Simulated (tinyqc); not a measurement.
When the interface binds a state: heterojunction of two tight-binding chains.

Left chain: hopping -t1, sites at 2 t1 (band bottom 0). Right chain: hopping -t2, sites at dE + 2 t2 (bottom dE). t = c/(m a^2), c = hbar^2/2m0. The bond across the interface is -tc with tc = f sqrt(t1 t2), and the last left site has the extra energy U. In a chain E = bottom + 2t (1 - cos(ka)); the surface Green function of a half chain is g = -exp(ika)/t, with Im k > 0 where cos(ka) > 1.

Constants: hbar^2/2m0 = 3.80998211 eV angstrom^2.

Values chosen for the exercise (masses and offset of the size met at InAs / GaSb; shifted at random, so the results belong to these values and not to a real crystal):
```
symbol  value  unit      meaning
a       3      angstrom  site spacing
m1      0.024  m0        mass on the left
m2      0.042  m0        mass on the right
dE      0.76   eV        band offset
f       1                factor on the interface hopping
```

A state below both bands solves E - 2 t1 - U - S1(E) - S2(E) = 0 for E < 0, with S1 = -t1 z1, S2 = -(tc^2/t2) z2 and |z| < 1 the decaying root of z + 1/z = 2 - (E - bottom)/t. Decay lengths -a/ln|z|. The threshold is the U that solves the equation at E = 0. A dash: no bound state.

Interface state:
```
U (eV)   E (eV)  decay left (angstrom)  decay right (angstrom)
-1.27         -                      -                       -
-2.53         -                      -                       -
-3.80         -                      -                       -
-4.65   -0.0091                  132.4                    10.9
-5.49   -0.0659                   49.1                    10.5
-6.76   -0.2155                   27.2                     9.7
-8.45   -0.4979                   17.9                     8.5
-12.67  -1.5344                   10.2                     6.3
```

threshold U = -4.2240 eV

What does the comparison show, and why?

The step pushes the state out, so an attraction must exceed 4.2240 eV to bind; 5 of the 8 rows are bound. At U = -12.67 eV the state decays over 10.2 angstrom to the left and 6.3 to the right, where the band lies higher.

Computed by tinyqc, a small Python program: `OMP_NUM_THREADS=1 python tinyqc.py 1480312 1480313 out.jsonl` (the numbers bound the seed that draws the inputs); one thread of a shared host (Intel(R) Xeon(R) Processor @ 2.30GHz), about 0.01 s for the whole set of steps.
